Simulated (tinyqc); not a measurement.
Square-lattice Ising model by mean field, Bethe lattice, transfer matrix, exact enumeration and Monte Carlo steps: one step, computed by the program tinyqc. Command: `OMP_NUM_THREADS=1 python tinyqc.py 3007263 3007264 out.jsonl ising walk`. One thread of a shared host (Intel(R) Xeon(R) Processor @ 2.30GHz), about 1 s of CPU time with the checks.

H = -J sum over nearest pairs s_i s_j, s = +-1, no field, periodic boundaries; energies per site are in J. As a lattice gas or an alloy, s marks which species holds the site.

Question. Reduced coupling. K = J/(k_B T). Onsager: k_B T_c/J = 2/ln(1 + sqrt 2); mean field: 4; Bethe lattice with z = 4: 2/ln 2.

Inputs (values chosen for the exercise, for a model lattice): coupling J = 7.78 meV; temperature T = 217 K.

Constants: k_B = 8.617333262e-05 eV/K.

Give: K; critical temperatures.

Answer.

K = 0.4161

critical temperatures (K): exact 204.9, Bethe 260.5, mean field 361.1

T lies above the exact T_c but below the Bethe value.
